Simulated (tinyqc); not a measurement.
Long-channel MOSFET, surface-potential model: one step of the calculation.

n-channel transistor on a uniformly doped p-type body, gradual-channel approximation, constant mobility, Boltzmann statistics, full ionisation. Potentials are counted from the neutral body; V is the electron quasi-Fermi potential, Vsb at the source and Vsb + Vds at the drain. Charges are magnitudes per area.

Task. Surface potential at the source by Newton steps. With V = Vsb: G = psi - Vt + Vt e, e = exp((psi - 2 phiF - Vsb)/Vt); f = Vgs + Vsb - Vfb - psi - gamma sqrt(G); f' = -1 - gamma (1 + e)/(2 sqrt(G)); psi(new) = psi - f/f'.

Values chosen for this exercise; material values those of a made-up semiconductor: temperature T = 325 K; flat-band voltage Vfb = -1.04 V; source-body reverse bias Vsb = 0.3 V; gate-source voltage Vgs = 0.33 V.

Constants: q = 1.602176634e-19 C, kB = 1.380649e-23 J/K, Vt = kB T/q. Results are converted to the units shown.

psi after iteration 1 = 1.3476849 V
phiF = 0.45624063 V
gamma = 0.15613780 V^0.5

Find: G; f; f'; psi after iteration 2.

Result.

G = 4.8180 V
f = -0.020407 V
f' = -5.4783
psi after iteration 2 = 1.3440 V

Numbers from tinyqc (`OMP_NUM_THREADS=1 python tinyqc.py 2360044 2360045 out.jsonl`; about 0.04 s on one thread of a shared Intel Xeon 2.30GHz).
